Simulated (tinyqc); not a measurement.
MP2 on RHF in the 6-31g basis, for H3+, spin multiplicity 1, step by step. One step of it, computed by the program tinyqc.

Problem. Iteration 6 (converged): orbitals. Diagonalise F' = X^T F X, C = X C', fill 1 alpha and 1 beta electrons from the bottom; D = 2 C_occ C_occ^T. Each column has its largest component positive (the first on a tie).

converged F (hartree):
```
           1H 1s      1H 2s      2H 1s      2H 2s      3H 1s      3H 2s
1H 1s  -0.414056  -0.740965  -0.543846  -0.621126  -0.544163  -0.621282
1H 2s  -0.740965  -0.735130  -0.621126  -0.696576  -0.621348  -0.696683
2H 1s  -0.543846  -0.621126  -0.414056  -0.740965  -0.544163  -0.621282
2H 2s  -0.621126  -0.696576  -0.740965  -0.735130  -0.621348  -0.696683
3H 1s  -0.544163  -0.621348  -0.544163  -0.621348  -0.414230  -0.741118
3H 2s  -0.621282  -0.696683  -0.621282  -0.696683  -0.741118  -0.735242
```

X:
```
           1H 1s      1H 2s      2H 1s      2H 2s      3H 1s      3H 2s
1H 1s   1.260810  -0.508927  -0.042378   0.022360  -0.042545   0.022373
1H 2s  -0.508927   1.866801   0.022360  -0.501273   0.022401  -0.501811
2H 1s  -0.042378   0.022360   1.260810  -0.508927  -0.042545   0.022373
2H 2s   0.022360  -0.501273  -0.508927   1.866801   0.022401  -0.501811
3H 1s  -0.042545   0.022401  -0.042545   0.022401   1.260829  -0.508940
3H 2s   0.022373  -0.501811   0.022373  -0.501811  -0.508940   1.867245
```

Give: F' = X^T F X; orbital energies; coefficients C; D after iteration 6.

Solution.

F' = X^T F X (hartree):
```
         1        2        3        4        5        6
1   0.1270  -0.5528  -0.2485  -0.1078  -0.2488  -0.1078
2  -0.5528  -0.0257  -0.1078  -0.1477  -0.1078  -0.1477
3  -0.2485  -0.1078   0.1270  -0.5528  -0.2488  -0.1078
4  -0.1078  -0.1477  -0.5528  -0.0257  -0.1078  -0.1477
5  -0.2488  -0.1078  -0.2488  -0.1078   0.1270  -0.5529
6  -0.1078  -0.1477  -0.1078  -0.1477  -0.5529  -0.0256
```

orbital energies (hartree): MO1 -1.1146, MO2 -0.2140, MO3 -0.2138, MO4 0.4232, MO5 0.7114, MO6 0.7118

coefficients C:
```
          MO1      MO2      MO3      MO4      MO5      MO6
1H 1s  0.3012   0.2554  -0.1474   0.6647  -0.9618   0.5556
1H 2s  0.1544   1.1101  -0.6414  -0.5444   1.3087  -0.7559
2H 1s  0.3012  -0.2554  -0.1474   0.6647   0.9618   0.5556
2H 2s  0.1544  -1.1101  -0.6414  -0.5444  -1.3087  -0.7559
3H 1s  0.3013   0.0000   0.2948   0.6650   0.0000  -1.1106
3H 2s  0.1544   0.0000   1.2826  -0.5452   0.0000   1.5113
```

D after iteration 6:
```
        1H 1s   1H 2s   2H 1s   2H 2s   3H 1s   3H 2s
1H 1s  0.1815  0.0930  0.1815  0.0930  0.1815  0.0930
1H 2s  0.0930  0.0477  0.0930  0.0477  0.0930  0.0477
2H 1s  0.1815  0.0930  0.1815  0.0930  0.1815  0.0930
2H 2s  0.0930  0.0477  0.0930  0.0477  0.0930  0.0477
3H 1s  0.1815  0.0930  0.1815  0.0930  0.1816  0.0930
3H 2s  0.0930  0.0477  0.0930  0.0477  0.0930  0.0477
```
